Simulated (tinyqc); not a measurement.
What moves the results: standing waves and exposure in a photoresist film. A value that a table varies takes the place of the one given here.

Normal incidence from air. Unexposed resist: N1 = n1 + i k1 with k1 = (A + B) lam/(4 pi), lam in micrometres. r01 = (1 - N1)/(1 + N1), t01 = 2/(1 + N1). Below the resist lie the layer Na = na + i ka and the substrate Ns = ns + i ks: r12 = (r1a + ras x)/(1 + r1a ras x), x = exp(4 pi i Na da/lam), r1a = (N1 - Na)/(N1 + Na), ras = (Na - Ns)/(Na + Ns). With p = exp(2 pi i N1 d/lam), the field at depth z is E(z) = t01 [exp(2 pi i N1 z/lam) + r12 p^2 exp(-2 pi i N1 z/lam)]/(1 + r01 r12 p^2), the relative intensity I(z) = n1 |E(z)|^2 and the reflectance R = |(r01 + r12 p^2)/(1 + r01 r12 p^2)|^2.

Parameters, chosen for this exercise (a resist on Al, indices near tabulated ones; the results hold for these values, not for the real material):
- lam = 248 nm (vacuum wavelength)
- n1 = 1.742 (resist index)
- A = 0.04 1/micrometre (bleachable absorption (Dill A))
- B = 0.72 1/micrometre (fixed absorption (Dill B))
- d = 296 nm (resist thickness)
- ns = 0.189 (substrate n)
- ks = 2.977 (substrate k)
- na = 1.782 (n of the bottom antireflection layer)
- ka = 0.429 (its k)
- da = 35 nm (its thickness)

## Swing of the coupled dose with resist thickness

The mean of I is taken over 800 depths; the relative dose to clear is taken as 1/(mean of I over the lowest period, 60 depths), scaled to 1 in the first row.

Swing:
```
d (nm),R,mean I,relative dose
296.0,0.1442,0.8289,1.000
307.9,0.1899,0.7730,1.064
319.7,0.1578,0.7917,1.030
331.6,0.0693,0.8702,0.941
343.5,0.0091,0.9301,0.895
355.3,0.0511,0.8940,0.946
367.2,0.1390,0.8076,1.053
379.0,0.1827,0.7573,1.117
390.9,0.1519,0.7760,1.084
402.8,0.0677,0.8486,0.995
414.6,0.0111,0.9016,0.950
426.5,0.0507,0.8670,1.002
438.4,0.1343,0.7871,1.109
```

The period is 71.2 nm, six rows. The relative dose swings between 0.895 and 1.117, a ratio (max - min)/mean of 0.219, against the estimate 4 sqrt(|r01|^2 |r12|^2) exp(-(A + B) d) = 0.205 for the oscillating part alone; the ratio from the table also holds the slow rise from absorption, 10.9 % over two periods, so the two are not strictly comparable. The dose is least sensitive to thickness at an extremum; the lowest dose listed is at 343.5 nm.

## Tuning the antireflection layer

da takes the values listed; the contrast is (Imax - Imin)/(Imax + Imin) over the lowest period of the resist (60 depths).

Results:
```
da (nm),|r12|^2,contrast
0,0.8821,0.994
10,0.5867,0.955
20,0.2753,0.806
30,0.0967,0.561
40,0.0398,0.387
50,0.0506,0.435
60,0.0772,0.488
75,0.0727,0.479
90,0.0255,0.292
110,0.0027,0.087
140,0.0236,0.278
```

|r12|^2 starts at 0.8821 and is lowest, 0.0027, at 110 nm of those listed, where the contrast is 0.087 against 0.994. The contrast follows 2|r|/(1 + |r|^2), so even |r12|^2 = 0.01 leaves about 0.2. Values below 0.01 occur at 110 nm.

## What moves the exposure

The mean of I is over 800 depths. Each row changes one parameter from the base and keeps the others.

Results:
```
case,|r12|^2,R,mean I,I at the bottom
base,0.0563,0.1442,0.8289,0.9246
d = 306 nm,0.0563,0.1877,0.7772,0.8724
n1 = 1.759,0.0574,0.1652,0.8088,0.9106
B = 0.92 1/micrometre,0.0568,0.1386,0.8056,0.8736
ks = 2.679,0.0516,0.1496,0.8168,0.8669
da = 45 nm,0.0402,0.1693,0.7788,0.5166
ka = 0.558,0.0141,0.0940,0.8279,0.8530
```

The largest shifts from the base row, up to three for each result and ties (the steps differ in size, so this ranks the rows, not the parameters). |r12|^2: ka -0.0422, da -0.0161, ks -0.0047; unchanged at the printed digits by d. R: ka -0.0502, d +0.0435, da +0.0252. mean I: d -0.0517, da -0.0501, B -0.0233. I at the bottom: da -0.4081, ka -0.0716, ks -0.0577.

Program tinyqc; command `OMP_NUM_THREADS=1 python tinyqc.py 1651697 1651698 out.jsonl`; about 0.01 s on one thread of a shared Intel(R) Xeon(R) Processor @ 2.30GHz.
